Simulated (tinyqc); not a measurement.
Inside a calculation. Method: CCD on RHF in the sto-3g basis, for H3+, spin multiplicity 1. One step of it, computed by the program tinyqc.

Problem. Integrals over molecular orbitals. (pq|rs) = sum C_ip C_jq C_kr C_ls (ij|kl), one index at a time.

coefficients C:
```
,MO1,MO2,MO3
1H 1s,0.431196,-0.514179,-0.959148
2H 1s,0.431328,-0.509754,0.961621
3H 1s,0.408104,1.067712,-0.002795
```

core Hamiltonian H = T + V (hartree), lower triangle:
```
,1H 1s,2H 1s,3H 1s
1H 1s,-1.403629
2H 1s,-0.844470,-1.403797
3H 1s,-0.764048,-0.764486,-1.372367
```

Two-electron integrals (ij|kl) in chemists' order, unique and non-zero (hartree):
```
i,j,k,l,(ij|kl)
1,1,1,1,0.774606
2,1,1,1,0.279449
2,1,2,1,0.132034
2,2,1,1,0.456768
2,2,2,1,0.279449
2,2,2,2,0.774606
3,1,1,1,0.246063
3,1,2,1,0.104038
3,1,2,2,0.194826
3,1,3,1,0.105459
3,2,1,1,0.194899
3,2,2,1,0.104095
3,2,2,2,0.246244
3,2,3,1,0.094608
3,2,3,2,0.105596
3,3,1,1,0.432356
3,3,2,1,0.208016
3,3,2,2,0.432490
3,3,3,1,0.246063
3,3,3,2,0.246244
3,3,3,3,0.774606
```

Give: one-electron integrals over orbitals h = C^T H C; Two-electron integrals over orbitals.

Solution.

one-electron integrals over orbitals h = C^T H C (hartree), lower triangle:
```
,1,2,3
1,-1.6029
2,0.0103,-1.0720
3,-0.0001,0.0000,-1.0316
```

Two-electron integrals over orbitals (pq|rs), unique and non-zero (hartree):
```
p,q,r,s,(pq|rs)
1,1,1,1,0.5589
2,1,1,1,-0.0103
2,1,2,1,0.1444
2,2,1,1,0.5390
2,2,2,1,0.1018
2,2,2,2,0.6384
3,1,1,1,7.48e-05
3,1,2,1,2.40e-06
3,1,2,2,-0.0007
3,1,3,1,0.1457
3,2,1,1,4.04e-06
3,2,2,1,-0.0008
3,2,2,2,-8.86e-05
3,2,3,1,-0.0969
3,2,3,2,0.0732
3,3,1,1,0.5520
3,3,2,1,-0.1055
3,3,2,2,0.4700
3,3,3,1,0.0007
3,3,3,2,8.65e-05
3,3,3,3,0.6425
```
